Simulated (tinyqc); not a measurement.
Temperature and isotope dependence of a band gap in oscillator models: sweeps and comparisons. A value that a table varies takes the place of the one given here.

E(T) = E0 - sum_i sl_i th_i n_i(T), n = 1/(exp(th/T) - 1). The same coupling lowers the gap at 0 K by the zero-point term ZP = sum_i sl_i th_i/2, so the gap of the static lattice is E0 + ZP. Thermal expansion is taken as part of the slopes.

Two-parameter forms are made to pass through the falls at the two temperatures T12: Varshni aV T^2/(T + bV), from the line T^2/fall = (T + bV)/aV; one oscillator s1 t1/(exp(t1/T) - 1), with t1 from the ratio of the falls.

Constants: kB = 8.617333262e-05 eV/K; hbar^2/2m0 = 3.80998211 eV angstrom^2.

Parameters, chosen for this exercise (near those of Si; not measured data):
- E0 = 1.172 eV (gap at 0 K)
- th = (191, 554) K (temperatures of two oscillators)
- sl = (0.085, 0.242) meV/K (their high-temperature slopes)
- T12 = (260, 580) K (temperatures of the fits)
- mm = 1 m0 (geometric mean of the density-of-states masses)
- T = 600 K (temperature)

## How far the fits carry

Falls of the gap from E0, and errors of the two fits against the model.

Results:
```
T (K),fall (meV),Varshni - model (meV),one oscillator - model (meV),fall/ZP
20,0.00,0.25,0.00,0.000
50,0.37,1.17,-0.34,0.005
100,3.35,2.43,-1.34,0.045
200,19.12,1.64,-0.56,0.254
300,43.35,-1.01,0.24,0.577
400,71.29,-2.45,0.45,0.949
600,131.65,0.66,-0.09,1.752
800,194.45,10.84,-1.22,2.587
```

What can be read from the table?

Below the first fit point the largest errors are +2.43 meV (Varshni, 100 K, on a fall of 3.35 meV) and -1.34 meV (one oscillator, 100 K); a T^2 law cannot freeze out; a single oscillator misses the soft modes. At 800 K, beyond the second fit point, they are +10.8 and -1.2 meV, so the oscillator extrapolates better here. The thermal fall equals ZP between 400 and 600 K.

## What the shift does to the intrinsic density

ni = 2 (mm kT/(4 pi c))^(3/2) exp(-E/2kT), c = hbar^2/2m0, with E(T) and with E0; 1 angstrom^-3 = 1e24 cm^-3. Apparent gap from an Arrhenius plot of ni/T^(3/2): E(T) - T dE/dT, dE/dT = -sum sl_i (th_i/T)^2 n_i (1 + n_i).

Results:
```
T (K),E(T) (eV),ni (cm^-3),ni with E(T) / ni with E0,apparent gap (eV)
200,1.1529,4.07e+04,1.741,1.1951
250,1.1414,5.97e+07,2.033,1.2025
300,1.1286,8.30e+09,2.313,1.2084
350,1.1150,2.97e+11,2.574,1.2130
400,1.1007,4.50e+12,2.813,1.2168
500,1.0710,2.16e+14,3.229,1.2223
700,1.0091,2.08e+16,3.857,1.2291
```

How do the results move?

Using E0 in place of E(T) understates ni by a factor that rises from 1.74 to 3.86, towards exp(sum sl/2kB) = 6.7. The slope of an Arrhenius plot returns neither E(T) nor E0 but the intercept of the tangent, 1.2084 eV at 300 K, which lies 36 meV above E0 and tends to the static gap 1.2472 eV.

## What each parameter does

Gap at T, slope -sum sl_i (th_i/T)^2 n_i (1 + n_i) and ZP. Each row changes one parameter from the base and keeps the others.

Results:
```
case,E(T) (eV),dE/dT (meV/K),ZP (meV)
base,1.0403,-0.3098,75.15
T = 640 K,1.0279,-0.3118,75.15
E0 = 1.182 eV,1.0503,-0.3098,75.15
"th = (191, 664) K",1.0493,-0.3030,88.46
"sl = (0.1105, 0.242) meV/K",1.0274,-0.3351,77.59
```

How do the results move?

The largest shifts from the base row, up to three for each result and ties (the steps differ in size, so this ranks the rows, not the parameters). E(T) (eV): sl -0.0130, T -0.0124, E0 +0.0100. dE/dT (meV/K): sl -0.0253, th +0.0068, T -0.0020; unchanged at the printed digits by E0. ZP (meV): th +13.31, sl +2.44; unchanged at the printed digits by T and E0.

tinyqc: `OMP_NUM_THREADS=1 python tinyqc.py 1850722 1850723 out.jsonl`; about 0.01 s, one thread, shared Intel(R) Xeon(R) Processor @ 2.30GHz.
